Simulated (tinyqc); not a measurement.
# Round nanowire with a gate all round, subbands and threshold shift from confinement: what changes with what

Undoped body with a flat potential across it, hard walls, transport along x. One isotropic valley (g = 1, mx = my = mz = me). Non-parabolicity enters the subband edges through E (1 + al E) = gamma, so E = 2 gamma/(1 + sqrt(1 + 4 al gamma)); motion within a subband is taken as parabolic with the band-edge mass. Energies are counted from the bulk band edge.

Values chosen for this exercise; masses close to those of InAs:
- T = 77 K (temperature)
- me = 0.0234 m0 (mass at the band edge)
- al = 2.7 1/eV (non-parabolicity)
- t = 13.9 nm (diameter)
- dl = 0.2 nm (widening of the box by penetration into the insulator)
- Cg = 1.5 uF/cm^2 (gate capacitance per area of interface)

Constants: q = 1.602176634e-19 C, kB = 1.380649e-23 J/K, hbar = 1.054571817e-34 J s, m0 = 9.1093837015e-31 kg, Vt = kB T/q, hbar^2/(2 m0) = 0.0380998212 eV nm^2. Results are converted to the units shown.

Each table varies one quantity; the others keep the values above.

## Confinement against the diameter

gamma = C (2 z/(t + dl))^2 (1/my + 1/mz)/2, z the zeros of the Bessel functions J_l (2.404826, 3.831706, 5.135622, 5.520078, ...), twofold for l > 0; the mean inverse mass is an approximation for anisotropic valleys, C = hbar^2/(2 m0). Each subband has N_k = g sqrt(2 mx m0 kB T/(pi hbar^2)); without degeneracy n = exp(EF/Vt) sum N_k exp(-E_k/Vt). Classical value Nc times pi t^2/4, Nc = sum over valleys of 2 g (m m0 kB T/(2 pi hbar^2))^1.5 with m = (mx my mz)^(1/3). Threshold shift dVT = Vt ln(classical value/sum N_k exp(-E_k/Vt)). With degeneracy n = sum N_k F((EF - E_k)/Vt), F(x) = (1/sqrt(pi)) int_0^infinity u^(-1/2) du/(1 + exp(u - x)); gate: Vg = EF + q n/(Cg P), P = pi t, summed over the 60 lowest subbands at most, with Vg counted from the value that would put EF at the bulk band edge of an empty body. The last two columns are for Vg = 0.5 V; sensitivity d(dVT)/dt by central differences between 0.99 and 1.01 times the value.

Confinement against the diameter:
```
t (nm),E_1 (meV),gap to the next edge (meV),dVT (mV),sensitivity (mV/nm),n/P (cm^-2),share of the lowest subband (%)
3,996.6,687.1,956.3,-355.8,1.202e-21,100.0
3.8,766.7,547.3,729.5,-225.5,1.050e-6,100.0
4.8,584.4,434.9,550.3,-142.3,7.126e5,100.0
6.1,435.9,341.5,405.0,-87.66,3.817e11,100.0
7.7,322.6,268.0,294.7,-54.01,6.700e11,100.0
9.8,231.7,206.4,207.1,-32.11,7.275e11,97.20
12,172.6,164.0,150.7,-20.37,1.137e12,52.82
16,110.5,115.7,92.42,-10.27,1.385e12,35.22
20,76.50,86.29,61.35,-5.805,1.644e12,24.05
```

Read the table: what changes, and by how much?

As t grows from 3 to 20 nm, E_1 falls from 997 to 76.5 meV and dVT falls from 956 to 61.3 mV. E_1 goes as t^(-1.11) at the thin end (-2 for a parabolic band without penetration); a thickness error of 0.2 nm moves the threshold by 71 mV in the first row and 1.2 mV in the last. The charge per interface area rises from 1.20e-21 to 1.64e12 cm^-2. For t = 16, 20 the charge in the last two columns would bend the potential across the body noticeably, which is left out.

## Charge and subband filling against gate voltage

Same model as above.

Each subband has N_k = g sqrt(2 mx m0 kB T/(pi hbar^2)). Cq = q dn/dEF.

Results:
```
Vg (V),EF - E_1 (eV),n (cm^-1),n/P (cm^-2),share of the lowest subband (%),Cq/(Cg P),total C/(Cg P)
-0.01,-0.1480,7.387e-5,16.92,100.0,2.723e-10,2.723e-10
0.12,-0.01854,2.114e4,4.841e9,100.0,0.07473,0.06953
0.36,0.1500,2.942e6,6.737e11,65.63,1.288,0.5629
0.49,0.2232,5.266e6,1.206e12,44.74,0.5517,0.3556
0.61,0.2860,7.602e6,1.741e12,35.09,1.550,0.6079
0.74,0.3391,1.075e7,2.461e12,27.03,1.261,0.5578
0.86,0.3958,1.333e7,3.054e12,23.54,1.463,0.5940
0.99,0.4430,1.672e7,3.829e12,19.86,1.457,0.5930
```

Estimate the missing row, Vg = 0.24 V.

Computed row:
```
Vg (V),EF - E_1 (eV),n (cm^-1),n/P (cm^-2),share of the lowest subband (%),Cq/(Cg P),total C/(Cg P)
0.24,0.06985,1.314e6,3.008e11,100.0,0.2339,0.1895
```

With this row back in the table: EF passes E_1 = 0.138 eV at Vg = 0.143 V. The share of the lowest subband falls from 100 to 19.9 % and the total capacitance moves up and down between 2.72e-10 and 0.608 of Cg P. In the last row 36 % of an added gate voltage goes into raising EF (from the last two rows). For Vg = 0.49, 0.61, 0.74, 0.86, 0.99 the charge would bend the potential across the body noticeably, which is left out.

Range of the model: Non-parabolicity also makes carriers heavier within each subband, which is left out, so densities of states are understated at high energy.

Computed by the program tinyqc: `OMP_NUM_THREADS=1 python tinyqc.py 2350011 2350012 out.jsonl`, one thread of a shared Intel Xeon 2.30GHz, about 0.1 s for the whole run.
